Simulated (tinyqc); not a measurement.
# Reset of a mushroom phase-change cell, hemispherical electro-thermal model, step by step

Numbers from tinyqc (`OMP_NUM_THREADS=1 python tinyqc.py 2490048 2490049 out.jsonl`; about 0.01 s on one thread of a shared Intel Xeon 2.30GHz). Printed values are rounded.

Current spreads from a hemispherical contact of radius r0 into a large dome with constant rho and ka: j = I/(2 pi r^2). With s = r0/r the steady rise is T - T0 = c (b s - s^2), c = I^2 rho/(8 pi^2 ka r0^2). The heat lost through the heater, (T(r0) - T0)/Rh, fixes b = (2 + g)/(1 + g), g = 1/(2 pi ka r0 Rh).

Inputs (values chosen for the exercise); values of the order of Ge-Sb-Te and related chalcogenides:
- T0 = 300 K (ambient temperature)
- Tm = 874 K (melting point)
- r0 = 13 nm (radius of the heater contact)
- rho = 7 mohm cm (resistivity of the hot chalcogenide)
- ka = 1.19 W/(m K) (its thermal conductivity)
- Rh = 40 K/uW (thermal resistance of the path through the heater)
- I = 440 uA (reset current)

Range of the model: Constant properties, no latent heat, thermoelectric terms, boundary resistance or heating in the heater itself.

## Constants and melting current

The peak lies at s = b/2 with the rise c b^2/4; melting starts at the current where that equals Tm - T0, and the molten shell spans the roots of s^2 - b s + (Tm - T0)/c = 0 (s at most 1). Electrical resistance rho/(2 pi r0).

g = 0.257199
b = 1.79542
resistance = 0.856988 kohm
radius of the peak = 14.4813 nm
melting current = 401.960 uA
power at that current = 138.465 uW

## Temperature profile and molten shell

| point | r (nm) |
|---|---|
| 0 | 13 |
| 1 | 14.9 |
| 2 | 17.6 |
| 3 | 20.8 |
| 4 | 26 |
| 5 | 33.8 |
| 6 | 45.5 |
| 7 | 65 |

As before.

c = 853.454 K

| point | T (K) |
|---|---|
| 0 | 978.853 |
| 1 | 987.240 |
| 2 | 966.187 |
| 3 | 924.311 |
| 4 | 852.790 |
| 5 | 763.098 |
| 6 | 668.132 |
| 7 | 572.323 |

peak T = 987.783 K
inner radius of the melt = 13 nm
outer radius of the melt = 24.4096 nm

The melt reaches the contact. In this hemispherical model any closed shell already blocks the current after the quench.
